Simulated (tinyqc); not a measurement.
# On-chip interconnect, size-dependent resistivity and RC delay: delay against the line length

A rectangular line between two neighbours and two ground planes. Surface and grain-boundary scattering are added to the bulk resistivity as corrections; capacitances are parallel-plate values without fringing; inductance is ignored.

Metal width x = wd - 2 tl, height y = AR wd - tl; grain boundaries (Mayadas-Shatzkes): al = (lam/(gr x)) Rg/(1 - Rg), g = 1/[1 - 3 al/2 + 3 al^2 - 3 al^3 ln(1 + 1/al)] - 1; surfaces (Fuchs-Sondheimer, thick limit): s = (3/8) lam (1 - ps)(1/x + 1/y); rho = rho0 (1 + g + s); r = rho/(x y); c = eps0 ek (2 wd/hd + 2 Mf AR wd/sp). Elmore delay tE = Rd (c Lw + Cl) + r Lw (c Lw/2 + Cl); t50 is the time at which the far end of a ladder of 30 pi sections (half capacitances at both ends, Cl at the far end, a step applied through Rd) reaches half the step; line share r Lw/(Rd + r Lw); estimate 0.69 Rd (c Lw + Cl) + 0.38 r c Lw^2 + 0.69 r Lw Cl.

Parameters, values chosen for the exercise; metal values close to those of copper:
- rho0 = 1.7 uohm cm (bulk resistivity)
- lam = 40.1 nm (bulk mean free path)
- ps = 0.3 (specular share of surface scattering)
- Rg = 0.58 (reflection coefficient of grain boundaries)
- gr = 2 (grain size over the metal width)
- wd = 19 nm (drawn line width)
- AR = 1.9 (aspect ratio, height over width)
- tl = 1.7 nm (liner on both walls and the bottom, not conducting)
- sp = 19 nm (space to the neighbouring lines)
- hd = 34 nm (dielectric height to the planes above and below)
- ek = 2.7 (relative permittivity of the dielectric)
- Mf = 2 (Miller factor of the neighbours)
- Rd = 1900 ohm (driver resistance)
- Cl = 0.11 fF (load capacitance)

Constants: eps0 = 8.8541878128e-12 F/m. Results are converted to the units shown.

The same in every row: rho (uohm cm) = 7.478; r (ohm/um) = 139.4; c (fF/um) = 0.2084.

Delay against the line length:

| Lw (um) | tE (ps) | t50 (ps) | estimate (ps) | line share of the resistance (%) |
|---|---|---|---|---|
| 1 | 0.6348 | 0.4425 | 0.4390 | 6.833 |
| 3 | 1.574 | 1.108 | 1.095 | 18.04 |
| 7 | 3.800 | 2.715 | 2.672 | 33.92 |
| 20 | 14.24 | 10.45 | 10.23 | 59.46 |
| 50 | 57.08 | 42.73 | 41.92 | 78.57 |
| 100 | 186.6 | 140.7 | 138.9 | 88.00 |
| 400 | 2488 | 1884 | 1879 | 96.70 |
| 1000 | 1.493e4 | 1.131e4 | 1.132e4 | 98.65 |
| 3000 | 1.319e5 | 9.993e4 | 1.002e5 | 99.55 |

As Lw goes from 1 to 3000, r stays at 139 ohm/um, c stays at 0.208 fF/um and t50 rises from 0.443 to 99900 ps. t50/tE lies between 0.697 and 0.757, and the estimate is within 2.1 % of t50. The delay goes as Lw^(0.84) for the shortest lines and Lw^(1.98) for the longest; the line resistance equals Rd at 13.6 um.

Range of the model: The metal width is under the mean free path, where the thick-limit surface term and the simple sum of corrections lose accuracy.

Numbers from tinyqc (`OMP_NUM_THREADS=1 python tinyqc.py 2100148 2100149 out.jsonl`; about 0.01 s on one thread of a shared Intel Xeon 2.30GHz).
